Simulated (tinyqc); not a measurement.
Worked calculation: defect, radiative and Auger recombination at equal electron and hole densities (ABC model). Values are carried at full precision from step to step, so a last printed digit may differ when a step is redone from the rounded ones.

J/(e d) = Ae n + B n^2 + C n^3 with Ae = A + 4 S/w (four side walls, carriers spread evenly), e = 1.602176634e-19 C, lengths in cm; internal efficiency IQE = B n^2/(Ae n + B n^2 + C n^3); all injected carriers recombine in the layer.

Inputs chosen for the exercise (orders of magnitude like those quoted for GaAs; not measured data): A = 2500000 1/s (defect rate); B = 1.8e-10 cm^3/s (radiative coefficient); C = 2.9e-30 cm^6/s (Auger coefficient); S = 0 cm/s (recombination velocity of the side walls); w = 40 micrometre (side of the square mesa); d = 160 nm (active thickness); J = 780 A/cm^2 (current density); ex = 0.03 (extraction efficiency); Eph = 1.4 eV (photon energy).

## The efficiency peak

IQE peaks at n_p = sqrt(Ae/C); with Q = B/sqrt(Ae C), IQE_max = Q/(Q + 2).

Ae = 2.500e+06 1/s
n_p = 9.285e+17 1/cm^3
Q = 66.85
IQE_max = 0.971
J at the peak = 410 A/cm^2

The side walls are taken as passivated.

## Carrier density at the given current

G = J/(e d). Newton steps from the smallest of G/Ae, sqrt(G/B) and (G/C)^(1/3); stop when the relative step is below 1e-9.

G = 3.043e+26 1/(cm^3 s)

Newton steps:

| step | n (1/cm^3) | rate/G | relative step |
|---|---|---|---|
| 1 | 1.3002e+18 | 1.03163 | -0.015 |
| 2 | 1.2803e+18 | 1.00025 | -0.00012 |
| 3 | 1.2802e+18 | 1.00000 | -7.8e-09 |
| 4 | 1.2802e+18 | 1.00000 | 0 |

n = 1.280e+18 1/cm^3

The start is an upper bound and the function is convex, so the steps fall monotonically; 4 are needed.

## Shares, lifetimes and light

Shares of the three paths; lifetime n/G = 1/(Ae + B n + C n^2); differential lifetime 1/(Ae + 2 B n + 3 C n^2) and bandwidth 1/(2 pi tau_d); optical power density ex IQE J Eph/e.

shares: defect 0.0105, radiative 0.9695, Auger 0.0200

lifetime = 4.21 ns
differential lifetime = 2.09 ns
bandwidth = 76.0 MHz
optical power density = 31.8 W/cm^2

The radiative path is the largest; the device runs above its efficiency peak, where the defect and Auger shares are equal.

## Checks

- Density from Newton steps against bisection (1/cm^3): both 1.2802e+18.

tinyqc: `OMP_NUM_THREADS=1 python tinyqc.py 1651139 1651140 out.jsonl`; about 0.01 s, one thread, shared Intel(R) Xeon(R) Processor @ 2.30GHz.
